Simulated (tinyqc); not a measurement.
Comparisons within one model: six-band hole subbands of a thin body in a field. A value that a table varies takes the place of the one given here.

Basis X, Y, Z times spin, hole energies counted downwards from the unstrained edge (the hydrostatic shift is left out), c = hbar^2/2m0. For a symmetric tensor T let C(T) have C_XX = L Txx + M (Tyy + Tzz), C_XY = N Txy (cyclic), L = c (g1 + 4 g2), M = c (g1 - 2 g2), N = 6 c g3. k = q + kz n, n the unit normal, q = k1 u + k2 v with u along the channel [1-10] and v = n x u. H = C(k k^T) + (Dso/3)(1 - L.sigma) - B + e F z with (L_k)_ij = -i epsilon_kij; B is the block C built from the traceless strain with 2b, -b and sqrt(3) d in place of L, M, N. Strain: exx = eyy = (s11 + s12) sx/2, ezz = s12 sx, exy = -s44 sx/4. Hard walls at z = 0 and t; basis sin(j pi z/t), j = 1 to Nz: kz^2 = (j pi/t)^2, kz = -i D with D_jl = 4 j l/(t (j^2 - l^2)), z_jj = t/2 and z_jl = -8 t j l/(pi (j^2 - l^2))^2 for j + l odd; 1 MV/cm = 0.01 eV/angstrom.

Nz = 14. E1 is the top subband at q = 0, gap the distance to the next pair, and the masses are c q^2/(E(q) - E1) at |q| = 0.02 1/angstrom (mean of the spin pair) along the channel [1-10] and across it in the plane; a dash marks a band that does not rise.

Constants: hbar^2/2m0 = 3.80998211 eV angstrom^2.

Values chosen for the exercise (near those of a p-type Ge channel; shifted at random, so the results belong to these values and not to a real crystal): g1 = 13.38 (Luttinger gamma1); g2 = 4.24 (gamma2); g3 = 5.66 (gamma3); Dso = 0.288 eV (spin-orbit splitting); b = -2.57 eV (tetragonal potential); d = -5.25 eV (trigonal potential); S = (9.79, -2.68, 14.84) 1/TPa (compliances s11, s12, s44); face = 001 (surface); t = 40 angstrom (body thickness); F = 0.2 MV/cm (field across the body); sx = -2 GPa (stress along the channel [1-10], negative in compression).

## Stress along the channel

Each row has its own sx.

Results:

| sx (GPa) | E1 (meV) | gap (meV) | m channel | m across |
|---|---|---|---|---|
| -3.0 | 59.5 | 258.1 | 0.042 | 0.310 |
| -2.0 | 98.9 | 209.6 | 0.047 | 0.210 |
| -1.0 | 132.0 | 173.4 | 0.057 | 0.132 |
| -0.5 | 144.9 | 162.4 | 0.067 | 0.103 |
| 0.0 | 154.6 | 157.7 | 0.082 | 0.082 |
| 0.5 | 160.9 | 159.6 | 0.104 | 0.067 |
| 1.0 | 163.9 | 167.8 | 0.136 | 0.057 |

What can be read from the table?

Under 2 GPa of compression the channel mass goes from 0.082 to 0.047 m0, the mass across from 0.082 to 0.210; the gap to the next subband is 210, 158 and 168 meV at -2, 0 and +1 GPa. The lightest channel mass of the table, 0.042 m0, is at -3.0 GPa.

## Surface orientation and number of bands

Three faces, six bands; and four bands, with Dso set to 1000 eV.

Results:

| case | E1 (meV) | gap (meV) | m channel | m across |
|---|---|---|---|---|
| (001) 6 bands | 98.9 | 209.6 | 0.047 | 0.210 |
| (001) 4 bands | 119.3 | 348.6 | 0.065 | 0.083 |
| (110) 6 bands | 13.0 | 66.2 | 0.036 | 0.164 |
| (110) 4 bands | 75.7 | 194.2 | 0.050 | 0.084 |
| (111) 6 bands | 35.2 | 148.7 | 0.042 | 0.171 |
| (111) 4 bands | 61.0 | 149.6 | 0.056 | 0.067 |

What can be read from the table?

With six bands the top subband is shallowest on (110) (13.0 meV) and deepest on (001). Without the stress E1 would be 154.6, 89.1 and 87.0 meV, so the stress moves it by -55.6, -76.2 and -51.8 meV. The lightest channel mass is on (110) (0.036 m0). Dropping the split-off band moves E1 by 20.3, 62.7 and 25.8 meV and the gap by 139.0, 128.1 and 0.9 meV on the three faces, with Dso = 288 meV.

## What each parameter does

Six bands. Each row changes one parameter from the base and keeps the others.

Results:

| case | E1 (meV) | gap (meV) | m channel (m0) | m across (m0) |
|---|---|---|---|---|
| base | 98.9 | 209.6 | 0.047 | 0.210 |
| t = 50 angstrom | 65.7 | 197.3 | 0.046 | 0.227 |
| F = 0.5 MV/cm | 155.8 | 209.8 | 0.047 | 0.210 |
| sx = -2.5 GPa | 79.8 | 232.7 | 0.044 | 0.258 |
| g3 = 5.26 | 98.9 | 209.6 | 0.046 | 0.172 |
| g2 = 4.88 | 68.9 | 212.8 | 0.045 | 0.180 |
| Dso = 0.432 eV | 104.8 | 255.8 | 0.051 | 0.155 |
| d = -4.2 eV | 106.8 | 194.0 | 0.050 | 0.174 |

How do the results move?

The largest shifts from the base row, up to three for each result and ties (the steps differ in size, so this ranks the rows, not the parameters). E1 (meV): F +56.9, t -33.2, g2 -30.0; unchanged at the printed digits by g3. gap (meV): Dso +46.2, sx +23.1, d -15.6; unchanged at the printed digits by g3. m channel (m0): Dso +0.004, d +0.003, sx -0.003; unchanged at the printed digits by F. m across (m0): Dso -0.054, sx +0.048, g3 -0.037; unchanged at the printed digits by F.

Program tinyqc; command `OMP_NUM_THREADS=1 python tinyqc.py 1252328 1252329 out.jsonl`; about 0.4 s on one thread of a shared Intel(R) Xeon(R) Processor @ 2.30GHz.
